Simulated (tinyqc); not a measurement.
# Changing the starting point (curvature and rotation are those of the first step)

Model: minimum-mode following (dimer method) and harmonic rate on a two-dimensional model surface. Computed by tinyqc, a small Python program. Command: `OMP_NUM_THREADS=1 python tinyqc.py 3009913 3009914 out.jsonl dimer sweep`. One thread of a shared host (Intel(R) Xeon(R) Processor @ 2.30GHz), about 0.04 s of CPU time with the checks.

V(x, y) = -A (cos kx + cos ky) - B cos kx cos ky + (C sin ky + S sin kx)(1 - cos kx), k = 2 pi/a; the atom hops from the minimum at (0, 0) to that at (a, 0).

Inputs (values chosen for the exercise, for a model surface):
```
quantity,value,unit
amplitude A,0.32,eV
amplitude B,0.13,eV
skew C,0.12,eV
asymmetry S,-0.036,eV
period a,2.5,angstrom
offset of the start in y,-0.07,angstrom
first angle of the dimer,45,degrees
half length delta,0.01,angstrom
step factor eta,0.16,angstrom^2/eV
```

Surface: adatom on a square lattice.

Method:
- Newton steps x(new) = x - H^-1 grad V (moves limited to 0.3 angstrom) from (0, 0), (a, 0) and (a/2, 0) give the two minima and the saddle.
- R0 = start minimum + fraction x (saddle - minimum) + (0, offset); in practice such a guess comes from a displaced minimum.
- Dimer at R with unit axis N = (cos phi, sin phi) and normal T = (-sin phi, cos phi). Gradients g at R +/- delta N and at R +/- delta T give H N and H T by central differences, (g+ - g-)/(2 delta). With C_N = N.H N, C_T = T.H T and b = T.H N, rotate by theta = (1/2) atan2(-2b, C_T - C_N), the angle of least curvature C = (C_N + C_T)/2 - sqrt((C_N - C_T)^2/4 + b^2).
- Translate along F = -g + 2 (g.N) N if C < 0, else along F = (g.N) N, with the new axis: R(new) = R + eta F, the move limited to 0.2 angstrom.
- R0 = start minimum + fraction x (saddle - minimum) + (0, offset). Stop when |g| is below 1e-5 eV/angstrom, after 150 steps at most.

One run for each value:
```
start as a fraction of the way from minimum to saddle,steps,least curvature C (eV/angstrom^2),rotation theta (degrees)
0.2,37,1.3567,-72.332
0.3,36,0.6391,-71.813
0.4,34,0.0446,-70.806
0.5,33,-0.4021,-68.818
0.6,32,-0.7395,-65.260
0.7,30,-1.0428,-59.902
0.8,28,-1.3733,-53.392
0.9,27,-1.7171,-47.001
```

Describe and explain the trends.

Over the rows, steps falls from 37.0 to 27.0 (exponent d ln y / d ln x -0.068 between the first rows and -0.31 between the last). Starts with a positive curvature must first climb out of the convex region around the minimum.

Extremes, crossings and ranges named in words are read from the listed rows.
